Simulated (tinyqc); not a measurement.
Six-band hole subbands of a thin body in a field: sweeps and comparisons. A value that a table varies takes the place of the one given here.

Basis X, Y, Z times spin, hole energies counted downwards from the unstrained edge (the hydrostatic shift is left out), c = hbar^2/2m0. For a symmetric tensor T let C(T) have C_XX = L Txx + M (Tyy + Tzz), C_XY = N Txy (cyclic), L = c (g1 + 4 g2), M = c (g1 - 2 g2), N = 6 c g3. k = q + kz n, n the unit normal, q = k1 u + k2 v with u along the channel [1-10] and v = n x u. H = C(k k^T) + (Dso/3)(1 - L.sigma) - B + e F z with (L_k)_ij = -i epsilon_kij; B is the block C built from the traceless strain with 2b, -b and sqrt(3) d in place of L, M, N. Strain: exx = eyy = (s11 + s12) sx/2, ezz = s12 sx, exy = -s44 sx/4. Hard walls at z = 0 and t; basis sin(j pi z/t), j = 1 to Nz: kz^2 = (j pi/t)^2, kz = -i D with D_jl = 4 j l/(t (j^2 - l^2)), z_jj = t/2 and z_jl = -8 t j l/(pi (j^2 - l^2))^2 for j + l odd; 1 MV/cm = 0.01 eV/angstrom.

Nz = 14. E1 is the top subband at q = 0, gap the distance to the next pair, and the masses are c q^2/(E(q) - E1) at |q| = 0.02 1/angstrom (mean of the spin pair) along the channel [1-10] and across it in the plane; a dash marks a band that does not rise.

Constants: hbar^2/2m0 = 3.80998211 eV angstrom^2.

Parameters, chosen for this exercise (near those of a p-type Si channel; not measured data):

| symbol | value | unit | meaning |
|---|---|---|---|
| g1 | 4.29 |  | Luttinger gamma1 |
| g2 | 0.34 |  | gamma2 |
| g3 | 1.45 |  | gamma3 |
| Dso | 0.044 | eV | spin-orbit splitting |
| b | -2.1 | eV | tetragonal potential |
| d | -4.87 | eV | trigonal potential |
| S | (7.71, -2.16, 12.78) | 1/TPa | compliances s11, s12, s44 |
| face | 110 |  | surface |
| t | 65 | angstrom | body thickness |
| F | 0 | MV/cm | field across the body |
| sx | -1 | GPa | stress along the channel [1-10], negative in compression |

## Stress along the channel

Each row has its own sx.

Results:

| sx (GPa) | E1 (meV) | gap (meV) | m channel | m across |
|---|---|---|---|---|
| -3.0 | -96.6 | 8.2 | 0.113 | 0.277 |
| -2.0 | -59.9 | 8.5 | 0.113 | 0.277 |
| -1.0 | -23.7 | 9.3 | 0.115 | 0.278 |
| -0.5 | -6.1 | 10.1 | 0.117 | 0.279 |
| 0.0 | 10.3 | 12.0 | 0.124 | 0.278 |
| 0.5 | 21.5 | 19.0 | 0.171 | 0.268 |
| 1.0 | 18.7 | 30.2 | 0.255 | 0.266 |

What can be read from the table?

Under 2 GPa of compression the channel mass goes from 0.124 to 0.113 m0, the mass across from 0.278 to 0.277; the gap to the next subband is 9, 12 and 30 meV at -2, 0 and +1 GPa. The lightest channel mass of the table, 0.113 m0, is at -3.0 and -2.0 GPa.

## Surface orientation and number of bands

Three faces, six bands; and four bands, with Dso set to 1000 eV.

Results:

| case | E1 (meV) | gap (meV) | m channel | m across |
|---|---|---|---|---|
| (001) 6 bands | 4.3 | 52.6 | 0.160 | 1.958 |
| (001) 4 bands | 15.6 | 45.2 | 0.194 | 0.589 |
| (110) 6 bands | -23.7 | 9.3 | 0.115 | 0.278 |
| (110) 4 bands | -0.4 | 48.2 | 0.147 | 0.290 |
| (111) 6 bands | -14.7 | 37.7 | 0.133 | 0.869 |
| (111) 4 bands | -0.3 | 39.6 | 0.165 | 0.228 |

What can be read from the table?

With six bands the top subband is shallowest on (110) (-23.7 meV) and deepest on (001). Without the stress E1 would be 32.1, 10.3 and 12.4 meV, so the stress moves it by -27.9, -33.9 and -27.1 meV. The lightest channel mass is on (110) (0.115 m0). Dropping the split-off band moves E1 by 11.3, 23.2 and 14.4 meV and the gap by -7.3, 38.9 and 1.9 meV on the three faces, with Dso = 44 meV.

## What each parameter does

Six bands. Each row changes one parameter from the base and keeps the others.

Results:

| case | E1 (meV) | gap (meV) | m channel (m0) | m across (m0) |
|---|---|---|---|---|
| base | -23.7 | 9.3 | 0.115 | 0.278 |
| t = 75 angstrom | -24.6 | 7.4 | 0.116 | 0.278 |
| F = 0.3 MV/cm | 25.4 | 37.2 | 0.114 | 0.278 |
| sx = -1.5 GPa | -41.7 | 8.8 | 0.114 | 0.278 |
| g3 = 1.35 | -21.1 | 17.3 | 0.119 | 0.278 |
| g2 = 0.39 | -23.2 | 10.6 | 0.115 | 0.286 |
| Dso = 0.066 eV | -20.1 | 11.0 | 0.117 | 0.279 |
| d = -3.9 eV | -18.5 | 9.4 | 0.115 | 0.278 |

How do the results move?

The largest shifts from the base row, up to three for each result and ties (the steps differ in size, so this ranks the rows, not the parameters). E1 (meV): F +49.0, sx -18.0, d +5.2. gap (meV): F +27.9, g3 +8.0, t -1.9. m channel (m0): g3 +0.004, Dso +0.002, sx -0.001, F -0.001, t +0.001; unchanged at the printed digits by g2 and d. m across (m0): g2 +0.007, Dso +0.001; unchanged at the printed digits by t, F, sx, g3 and d.

Computed by tinyqc, a small Python program: `OMP_NUM_THREADS=1 python tinyqc.py 1282242 1282243 out.jsonl` (the numbers bound the seed that draws the inputs); one thread of a shared host (Intel(R) Xeon(R) Processor @ 2.30GHz), about 0.3 s for the whole set of steps.
